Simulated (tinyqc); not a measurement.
# Gate-all-around wire with two subbands, quantum capacitance: effect of the temperature

phi is the Fermi level above the lowest subband edge, in volts; Vg is counted from the gate voltage at which an empty wire would have phi = 0. Both directions of motion are filled (equilibrium).

N1 = gv sqrt(2 md m0 kB T/(pi hbar^2)); n1 = N1 F(phi/Vt), n2 = g2 N1 F((phi - E2)/Vt), n = n1 + n2, F(e) = (1/sqrt(pi)) int_0^infinity u^(-1/2) du/(1 + exp(u - e)); Cq = q dn/dphi = (q N1/Vt) [F'(phi/Vt) + g2 F'((phi - E2)/Vt)]. Cox = 2 pi eps0 eox/ln(1 + tox/rw) per length; Vg = phi + q n/Cox. 1/C_G = 1/Cox + 1/(Cq); dphi/dVg = Cox/(Cox + Cq).

Parameters, values chosen for the exercise: relative permittivity of the gate insulator (close to hafnium oxide) eox = 21.8; insulator thickness tox = 3.3 nm; mass along the wire md = 0.057 m0; valley degeneracy gv = 2; second subband above the first E2 = 0.09 eV; orbital degeneracy of the second subband g2 = 1; radius of the wire rw = 3.9 nm; gate voltage Vg = 0.37 V.

Constants: q = 1.602176634e-19 C, kB = 1.380649e-23 J/K, hbar = 1.054571817e-34 J s, m0 = 9.1093837015e-31 kg, Vt = kB T/q, eps0 = 8.8541878128e-14 F/cm where lengths are in cm. Results are converted to the units shown.

The same in every row: Cox (pF/cm) = 19.78.

Results:

| T (K) | phi (V) | n (cm^-1) | Cq (pF/cm) | C_G (pF/cm) | dphi/dVg | share of the second band (%) |
|---|---|---|---|---|---|---|
| 50 | 0.2551 | 1.419e7 | 5.544 | 4.331 | 0.7811 | 44.58 |
| 77 | 0.2551 | 1.419e7 | 5.549 | 4.333 | 0.7809 | 44.57 |
| 120 | 0.2552 | 1.418e7 | 5.560 | 4.340 | 0.7806 | 44.56 |
| 200 | 0.2553 | 1.416e7 | 5.599 | 4.364 | 0.7794 | 44.52 |
| 400 | 0.2563 | 1.403e7 | 5.806 | 4.489 | 0.7731 | 44.28 |
| 500 | 0.2571 | 1.394e7 | 5.911 | 4.551 | 0.7699 | 44.13 |

Estimate the missing row, T = 300 K.

Computed row:

| T (K) | phi (V) | n (cm^-1) | Cq (pF/cm) | C_G (pF/cm) | dphi/dVg | share of the second band (%) |
|---|---|---|---|---|---|---|
| 300 | 0.2557 | 1.411e7 | 5.689 | 4.418 | 0.7766 | 44.42 |

With this row back in the table: As T goes from 50 to 500, Cq rises from 5.54 to 5.91 pF/cm, C_G/Cox rises from 0.219 to 0.230 and n falls from 1.42e7 to 1.39e7 cm^-1. Cq is below Cox in every row, so the density of states limits the response dn/dVg more than the insulator does.

Computed by the program tinyqc: `OMP_NUM_THREADS=1 python tinyqc.py 2200111 2200112 out.jsonl`, one thread of a shared Intel Xeon 2.30GHz, about 0.01 s for the whole run.
